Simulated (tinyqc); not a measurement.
MOS inversion layer, Poisson-Schroedinger loop: course of the self-consistent loop.

Electrons confined at an insulator interface at z = 0, treated as a hard wall; parabolic valleys, Hartree approximation, no image or exchange terms. The depletion charge lies far deeper than the electrons and gives a uniform field q Nd/(eps0 eps_r); the gate balances all charge. Energies are counted from the band edge at the interface.

V0 = q Nd z/(eps0 eps_r) in eV.

Tridiagonal Hamiltonian with psi = 0 one step beyond both ends: H_ii = C (1/m_(i-1/2) + 1/m_(i+1/2))/hz^2 + V0_i + U_i, H_(i,i+1) = -C/(m_(i+1/2) hz^2), C = hbar^2/(2 m0). The lowest 2 level(s) are kept, normalised to hz sum |psi|^2 = 1. The mass is the same on all intervals.

Level k holds N_k = D_k Vt ln(1 + exp((EF - E_k)/Vt)) with D = 6 md1 m0 q/(pi hbar^2) per eV (spin included); EF is fixed by sum N_k = Ns.

n_i = sum_k N_k |psi_k|^2 (converted to cm^-3). Hartree part by Gauss: on the interval before node i the electrons still beyond are S_i = Ns - hz sum_(j<i) n_j, and U_i = U_(i-1) + q S_i hz/(eps0 eps_r) in eV, U_0 = 0 at the interface. Mixing: U(new) = U + a (U(out) - U).

Start from U = 0. Stop when the largest |U(out) - U| is below 1e-7 eV, or after 120 rounds.

Values chosen for this exercise; masses and permittivity close to those of silicon (111): temperature T = 300 K; relative permittivity eps_r = 11.5; mass along z of valley set A (6 valley(s)) mz1 = 0.261 m0; in-plane density-of-states mass of set A md1 = 0.365 m0; sheet density of electrons Ns = 1e13 cm^-2; sheet density of depletion charge Nd = 5e11 cm^-2; mesh step hz = 0.83 nm; mixing factor a = 1.

Constants: q = 1.602176634e-19 C, kB = 1.380649e-23 J/K, hbar = 1.054571817e-34 J s, m0 = 9.1093837015e-31 kg, Vt = kB T/q, eps0 = 8.8541878128e-14 F/cm where lengths are in cm, hbar^2/(2 m0) = 0.0380998212 eV nm^2. Results are converted to the units shown.

z, node 1 to 14 (nm): 0.83  1.66  2.49  3.32  4.15  4.98  5.81  6.64  7.47  8.3  9.13  9.96  10.79  11.62

Course of the iteration:
```
round  level A1 (eV)    EF (eV)  largest |U(out) - U| (eV)
1          0.0485611  0.0248934                      0.713
2           0.354369   0.337766                      0.482
3           0.269480   0.246329                      0.351
4           0.344757   0.328132                      0.337
5           0.278881   0.256193                      0.302
6           0.341674   0.325034                      0.297
7           0.282076   0.259605                      0.283
8           0.340397   0.323748                      0.281
9           0.283426   0.261057                      0.275
...              ...        ...                        ...
112         0.339274   0.322617                      0.268
113         0.284624   0.262352                      0.268
114         0.339274   0.322617                      0.268
115         0.284624   0.262352                      0.268
116         0.339274   0.322617                      0.268
117         0.284624   0.262352                      0.268
118         0.339274   0.322617                      0.268
119         0.284624   0.262352                      0.268
120         0.339274   0.322617                      0.268
```

Did this iteration meet its convergence test, and what does its course show?

No. Not converged within 120 rounds: the residual has levelled off at one value. The lowest level moves up and down in turn: each round overcorrects the one before. Reruns converge within the same cap with Anderson mixing of depth 4 with a = 0.5 (11 rounds) and with plain mixing with a = 0.5 (22 rounds).

tinyqc, about 0.7 s, one thread, Intel Xeon 2.30GHz (shared host): `OMP_NUM_THREADS=1 python tinyqc.py 2160117 2160118 out.jsonl`
